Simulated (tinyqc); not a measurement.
Changing the ion energy E: ion implantation: universal nuclear stopping, Lindhard-Scharff electronic stopping and a Gaussian range profile. Computed by tinyqc, a small Python program. Command: `OMP_NUM_THREADS=1 python tinyqc.py 3000118 3000119 out.jsonl implant sweep`. One thread of a shared host (Intel(R) Xeon(R) Processor @ 2.30GHz), about 0.1 s of CPU time with the checks.

An ion slows by elastic collisions with screened nuclei and by friction with electrons; channelling is ignored and the target is uniform.

Inputs (values chosen for the exercise, modelled on aluminium ions in diamond):
```
quantity                                 value    unit
ion atomic number Z1                        13       -
ion mass M1                                 27       u
target atomic number Z2                      6       -
target mass M2                           12.01       u
target density N                         176.3  1/nm^3
scale factor of electronic stopping k      1.3       -
dose Q                                 2.4e+15  1/cm^2
background C_B                         1.3e+15  1/cm^3
displacement energy E_d                     40      eV
```

Method:
- Reduced energy eps = 32.53 M2 E/(Z1 Z2 (M1 + M2)(Z1^0.23 + Z2^0.23)), E in keV; s_n = ln(1 + 1.1383 eps)/(2 (eps + 0.01321 eps^0.21226 + 0.19593 eps^0.5)) for eps up to 30 and ln(eps)/(2 eps) above; S_n = 8.462 Z1 Z2 M1 s_n/((M1 + M2)(Z1^0.23 + Z2^0.23)) in 1e-15 eV cm^2.
- S_e = k 3.83 Z1^(7/6) Z2/(Z1^(2/3) + Z2^(2/3))^(3/2) sqrt(E/M1) in 1e-15 eV cm^2, E in keV.
- Path length R = int_0^E dE'/(N (S_n + S_e)); energy lost to nuclei nu = int_0^E S_n/(S_n + S_e) dE' (both with E' = E y^3 and 64 Gauss-Legendre points in y).
- Estimates of Lindhard type: R_p = R/(1 + M2/(3 M1)), straggle dR_p = (2/3) R_p sqrt(M1 M2)/(M1 + M2).
- C(x) = C_p exp(-(x - R_p)^2/(2 dR_p^2)) with C_p = Q/(sqrt(2 pi) dR_p), 1 nm = 1e-7 cm; the profile falls to the background at x_j = R_p + dR_p sqrt(2 ln(C_p/C_B)); the peak atomic fraction is C_p/N.
- Kinchin-Pease count with efficiency 0.8: N_d = 0.8 nu/(2 E_d), taking all of nu as damage energy (an upper estimate, as recoils also lose energy to electrons). Spread over a depth R_p + dR_p, displacements per atom = Q N_d/(N (R_p + dR_p)).

One run for each value; columns: (1) ion energy E (keV); (2) projected range R_p (nm); (3) peak concentration C_p (1/cm^3); (4) energy lost to nuclei nu (keV); (5) depth x_j where C falls to C_B (nm); (6) displacements per atom:
```
(1)     (2)         (3)     (4)     (5)      (6)
2      3.27  9.5014e+21    1.78    8.94  0.56699
4      5.18  6.0118e+21    3.49   14.00  0.70300
8      8.55  3.6373e+21    6.77   22.90  0.82375
16    14.83  2.0977e+21   12.86   39.24  0.90244
32    26.94  1.1549e+21   23.64   70.33  0.91357
63    49.85  6.2409e+20   40.75  128.33  0.85098
130   96.74  3.2161e+20   67.34  245.11  0.72464
250  171.26  1.8167e+20   97.27  427.81  0.59125
500  298.74  1.0415e+20  131.49  735.62  0.45817
```

Over the rows, projected range R_p (nm) rises from 3.27 to 299 (exponent d ln y / d ln x 0.66 between the first rows and 0.80 between the last); peak concentration C_p (1/cm^3) falls from 9.50e21 to 1.04e20 (exponent d ln y / d ln x -0.66 between the first rows and -0.80 between the last); energy lost to nuclei nu (keV) rises from 1.78 to 131 (exponent d ln y / d ln x 0.97 between the first rows and 0.43 between the last). The share of energy given to nuclei falls from 0.89 to 0.26 as electronic stopping grows. C_p is inverse to the straggle, which these estimates tie to R_p.

Caution (rows 2.00): the peak exceeds 5 atomic %, where sputtering and the changed target matter. Caution (all rows): above a few tenths of a displacement per atom cascades overlap, so the count overstates new damage; heavy ions turn silicon and germanium amorphous at such levels, while light ions such as boron and metal targets anneal much of the damage. Caution (rows 130, 250, 500): the estimates of R_p and dR_p assume mainly nuclear stopping and an ion not much lighter than the target; here they are rough, and for light ions in heavy targets the straggle can be low by a factor of two or more.

Extremes, crossings and ranges named in words are read from the listed rows.
